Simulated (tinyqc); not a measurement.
Modes across the composition range: two-mode optical phonons of a ternary alloy from two coupled oscillators. Computed by tinyqc, a small Python program. Command: `OMP_NUM_THREADS=1 python tinyqc.py 3029253 3029254 out.jsonl twomode walk`. One thread of a shared host (Intel(R) Xeon(R) Processor @ 2.30GHz), about 0.01 s of CPU time with the checks.

An alloy A(x)B(1-x)C has an A-C and a B-C bond oscillator. Each TO frequency moves linearly from the impurity mode (dilute end) to the TO of the pure crystal; each strength is proportional to the number of bonds.

Inputs (values chosen for the exercise, for a model alloy): omega_TO of pure AC = 299 1/cm; omega_LO of pure AC = 350 1/cm; omega_TO of pure BC = 187 1/cm; omega_LO of pure BC = 206 1/cm; eps_inf of AC = 5.4; eps_inf of BC = 10.3; impurity mode of A in BC = 288 1/cm; impurity mode of B in AC = 178 1/cm.

Method:
- omega_1 = (impurity mode of A) + x (omega_TO,AC - impurity mode of A); omega_2 = (impurity mode of B) + (1 - x)(omega_TO,BC - impurity mode of B); eps_inf = x eps_AC + (1 - x) eps_BC; strengths W_1 = x eps_AC (omega_LO,AC^2 - omega_TO,AC^2), W_2 = (1 - x) eps_BC (omega_LO,BC^2 - omega_TO,BC^2).
- eps(omega) = eps_inf + W_1/(omega_1^2 - omega^2) + W_2/(omega_2^2 - omega^2) = 0 is the eigenproblem of the matrix [[omega_1^2 + W_1/eps_inf, sqrt(W_1 W_2)/eps_inf], [sqrt(W_1 W_2)/eps_inf, omega_2^2 + W_2/eps_inf]] for omega_LO^2.
- The polar coupling of mode j is c_j = (u_j . sqrt(W))^2/(eps_inf^2 omega_j^2), u_j its eigenvector and omega_j here its LO frequency; the c_j add up to 1/eps_inf - 1/eps_s. Froehlich constant alpha_j = (e^2/(4 pi eps_0)) c_j k_j/(2 E_j), E_j = h c omega_j, k_j = sqrt(m* E_j/(hbar^2/(2 m_0))).

Frequencies (1/cm):
```
x     TO, A-C  TO, B-C  lower LO  upper LO  coupling share of the upper LO   eps_s
0.02   288.22   186.82    205.49    288.94                         0.03283  12.405
0.10   289.10   186.10    203.46    292.73                         0.15453  12.022
0.20   290.20   185.20    200.92    297.63                         0.28868  11.538
0.35   291.85   183.85    197.06    305.38                         0.46167  10.798
0.50   293.50   182.50    193.08    313.77                         0.61001  10.042
0.65   295.15   181.15    188.91    323.04                         0.74067   9.269
0.80   296.80   179.80    184.48    333.48                         0.85830   8.479
0.90   297.90   178.90    181.33    341.30                         0.93105   7.943
0.98   298.78   178.18    178.68    348.18                         0.98649   7.509
```

What follows from these numbers?

The upper LO moves from 288.9 to 348.2 and the lower from 205.5 to 178.7 per cm. At each dilute end one LO-TO pair closes onto an impurity mode. The upper LO shifts by +0.59 per cm for each per cent of x near the middle, which is how Raman spectra measure composition. Its share of the polar coupling passes one half between x = 0.35 and 0.5.
